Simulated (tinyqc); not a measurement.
Inside a calculation. Method: Hubbard chain of 5 sites. Computed by tinyqc, a small Python program that keeps every step. Settings: hopping = 0.96, U = 2.5, mixing = 0.2, iteration cap = 77. Command: `OMP_NUM_THREADS=1 python tinyqc.py 23718 23719 out.jsonl` (the two numbers bound the seeds that draw the settings). One thread of a shared host (Intel(R) Xeon(R) Processor @ 2.60GHz), about 0.2 s of CPU time with the checks.

one-body matrix (hopping and site energies) (eV), order 1, 2, 3, 4, 5:
$$\begin{pmatrix}
0.000000 & -0.960000 & 0.000000 & 0.000000 & 0.000000 \\
-0.960000 & 0.000000 & -0.960000 & 0.000000 & 0.000000 \\
0.000000 & -0.960000 & 0.000000 & -0.960000 & 0.000000 \\
0.000000 & 0.000000 & -0.960000 & 0.000000 & -0.960000 \\
0.000000 & 0.000000 & 0.000000 & -0.960000 & 0.000000
\end{pmatrix}$$

U = 2.500000 eV

electrons, up and down: [3, 3]

n(up) at the start (a guess, not normalised): 1 0.900000, 2 0.300000, 3 0.900000, 4 0.300000, 5 0.900000

n(down) at the start (a guess): 1 0.300000, 2 0.900000, 3 0.300000, 4 0.900000, 5 0.300000

Each step fills the lowest levels of T + U n(other spin) and sets n(new) = n + mixing (n(out) - n); stop when output and input agree to 1e-8.

Course of the cycle:
```
iteration       E (eV)  largest |n(out) - n(in)|  mean |n_up - n_down|
1          -0.51459311                  2.30e-01              0.410723
2          -0.54823152                  1.92e-01              0.393450
3          -0.57240577                  1.62e-01              0.376800
4          -0.59050716                  1.37e-01              0.361019
5          -0.60462114                  1.18e-01              0.346176
6          -0.61601426                  1.01e-01              0.332252
7          -0.62546086                  8.77e-02              0.319193
8          -0.63344697                  7.65e-02              0.306933
9          -0.64029098                  6.71e-02              0.295406
10         -0.64621274                  5.92e-02              0.284549
11         -0.65137238                  5.25e-02              0.274309
...                ...                       ...                   ...
67         -0.69841308                  5.09e-03              0.069995
68         -0.69849773                  4.98e-03              0.068567
69         -0.69857865                  4.87e-03              0.067169
70         -0.69865604                  4.77e-03              0.065799
71         -0.69873005                  4.67e-03              0.064458
72         -0.69880085                  4.57e-03              0.063145
73         -0.69886859                  4.47e-03              0.061859
74         -0.69893341                  4.38e-03              0.060600
75         -0.69899544                  4.29e-03              0.059366
76         -0.69905483                  4.20e-03              0.058158
77         -0.69911168                  4.11e-03              0.056975
```

Can the last value be used, and what does the course show?

Not by the stop rule. Not converged within 77 iterations: the residual falls steadily but slowly, by a factor of about 0.98 a step. The lowest mean-field energy found from random starts is -0.75526 eV. Reruns (cap 100 unless said): mixing 0.5: not converged; mixing 0.9: not converged; the original settings with a cap of 400: not converged.
